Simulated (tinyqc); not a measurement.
Polycrystalline film, grain-boundary barriers (Seto model): one step of the calculation.

One-dimensional grains of size Lg with donors N; each boundary has Qt acceptor-like traps per area at one level Et below the band edge. Trapped electrons qt deplete a width w = qt/N (both sides together) and raise a barrier Vb = q N w^2/(8 eps0 eps_r). Current crosses the barriers by thermionic emission at small bias. Abrupt depletion, full ionisation, Boltzmann statistics.

Problem. Trapped charge. w = qt/N, Vb = q N w^2/(8 eps0 eps_r), out = Qt/(1 + 2 (Nc/N) exp((Vb - Et)/Vt)); qt(new) = out.

Inputs (values chosen for the exercise); values close to those of polycrystalline silicon:
- T = 300 K (temperature)
- eps_r = 11.7 (relative permittivity of the semiconductor)
- Lg = 20 nm (grain size)
- Qt = 2.3e12 cm^-2 (trap density at a boundary)
- N = 9e18 cm^-3 (donor density)
- Nc = 2.8e19 cm^-3 (conduction-band density of states at T)
- Et = 0.56 eV (trap level below the band edge)

Constants: q = 1.602176634e-19 C, kB = 1.380649e-23 J/K, Vt = kB T/q, eps0 = 8.8541878128e-14 F/cm where lengths are in cm. Results are converted to the units shown.

qt at the start = 2.1e12 cm^-2

Wanted: w; Vb; out; qt after iteration 1.

Solution.

w = 2.3333 nm
Vb = 0.0094729 V
out = 2.3000e12 cm^-2
qt after iteration 1 = 2.3000e12 cm^-2

Computed by the program tinyqc: `OMP_NUM_THREADS=1 python tinyqc.py 2610048 2610049 out.jsonl`, one thread of a shared Intel Xeon 2.30GHz, about 0.01 s for the whole run.
